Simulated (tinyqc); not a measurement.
Deep level with several charge states, and Shockley-Read-Hall recombination: one step. Recombination through one level. Four cases, with inputs chosen for the exercise.

Task: Evaluate each quantity.

One level at Et with degeneracy 1: tn = 1/(sn vth Nt), tp = 1/(sp_ vth Nt), n1 = Nc exp((Et - Eg)/kT), p1 = Nv exp(-Et/kT), ni^2 = n1 p1. Equilibrium n0 = Nm, p0 = ni^2/Nm; n = n0 + dn, p = p0 + dn. U = (n p - ni^2)/(tp (n + n1) + tn (p + p1)), lifetime dn/U; emission rates en = sn vth n1, ep = sp_ vth p1.

Constants: kB = 8.617333262e-05 eV/K.

Give: tn, tp; n1, p1; U; lifetime.

Case 1.

Values chosen (gap and densities of states near those of GaN at this temperature; not measured data):
- Eg = 3.437 eV (gap)
- Nc = 2.19e+18 1/cm^3 (conduction-band density of states)
- Nv = 4.47e+19 1/cm^3 (valence-band density of states)
- T = 300 K
- Et = 2.094 eV (recombination level above Ev)
- Nt = 3e+14 1/cm^3 (defects)
- sn = 3.1e-16 cm^2 (electron capture cross-section)
- sp_ = 6.1e-15 cm^2 (hole capture cross-section)
- vth = 26000000 cm/s (thermal velocity, both carriers)
- Nm = 3e+15 1/cm^3 (equilibrium electrons for the lifetime steps)
- dn = 1.5e+16 1/cm^3 (excess pairs)

Result:

tn, tp (microsecond): 0.4136  0.02102

n1, p1 (1/cm^3): 6.01e-05  2.97e-16

U = 4.10e+22 1/(cm^3 s)
lifetime = 0.366 microsecond

The lifetime is 17.398 times the minority capture time tp and 0.841 times tn + tp, the limit of high injection.

Case 2.

Values chosen (gap and densities of states near those of Si at this temperature; not measured data):
- Eg = 1.124 eV (gap)
- Nc = 2.73e+19 1/cm^3 (conduction-band density of states)
- Nv = 1.14e+19 1/cm^3 (valence-band density of states)
- T = 300 K
- Et = 0.688 eV (recombination level above Ev)
- Nt = 2.1e+15 1/cm^3 (defects)
- sn = 2.3e-15 cm^2 (electron capture cross-section)
- sp_ = 1.7e-16 cm^2 (hole capture cross-section)
- vth = 12000000 cm/s (thermal velocity, both carriers)
- Nm = 6e+16 1/cm^3 (equilibrium electrons for the lifetime steps)
- dn = 2.8e+13 1/cm^3 (excess pairs)

Result:

tn, tp (microsecond): 0.01725  0.2334

n1, p1 (1/cm^3): 1.29e+12  3.16e+07

U = 1.20e+20 1/(cm^3 s)
lifetime = 0.233 microsecond

The lifetime is 1.000 times the minority capture time tp and 0.931 times tn + tp, the limit of high injection.

Case 3.

Values chosen (gap and densities of states near those of InP at this temperature; not measured data):
- Eg = 1.365 eV (gap)
- Nc = 4.25e+17 1/cm^3 (conduction-band density of states)
- Nv = 9.33e+18 1/cm^3 (valence-band density of states)
- T = 250 K
- Et = 0.639 eV (recombination level above Ev)
- Nt = 2.2e+16 1/cm^3 (defects)
- sn = 2e-15 cm^2 (electron capture cross-section)
- sp_ = 2.5e-14 cm^2 (hole capture cross-section)
- vth = 17000000 cm/s (thermal velocity, both carriers)
- Nm = 2.2e+17 1/cm^3 (equilibrium electrons for the lifetime steps)
- dn = 1.8e+13 1/cm^3 (excess pairs)

Result:

tn, tp (microsecond): 0.001337  0.0001070

n1, p1 (1/cm^3): 984  1.23e+06

U = 1.68e+23 1/(cm^3 s)
lifetime = 0.000107 microsecond

The lifetime is 1.001 times the minority capture time tp and 0.0741 times tn + tp, the limit of high injection.

Case 4.

Values chosen (gap and densities of states near those of Si at this temperature; not measured data):
- Eg = 1.132 eV (gap)
- Nc = 2.06e+19 1/cm^3 (conduction-band density of states)
- Nv = 8.72e+18 1/cm^3 (valence-band density of states)
- T = 250 K
- Et = 0.708 eV (recombination level above Ev)
- Nt = 6.9e+14 1/cm^3 (defects)
- sn = 5.1e-16 cm^2 (electron capture cross-section)
- sp_ = 2.1e-15 cm^2 (hole capture cross-section)
- vth = 20000000 cm/s (thermal velocity, both carriers)
- Nm = 1.6e+16 1/cm^3 (equilibrium electrons for the lifetime steps)
- dn = 1.4e+14 1/cm^3 (excess pairs)

Result:

tn, tp (microsecond): 0.1421  0.03451

n1, p1 (1/cm^3): 5.84e+10  4.65e+04

U = 3.92e+21 1/(cm^3 s)
lifetime = 0.0357 microsecond

The lifetime is 1.036 times the minority capture time tp and 0.202 times tn + tp, the limit of high injection.

Computed by tinyqc, one run a case: `OMP_NUM_THREADS=1 python tinyqc.py N N+1 out.jsonl` with N = 1650851, 1651062, 1651156, 1651196; one thread of a shared Intel(R) Xeon(R) Processor @ 2.30GHz, about 0.01 s a run at most.
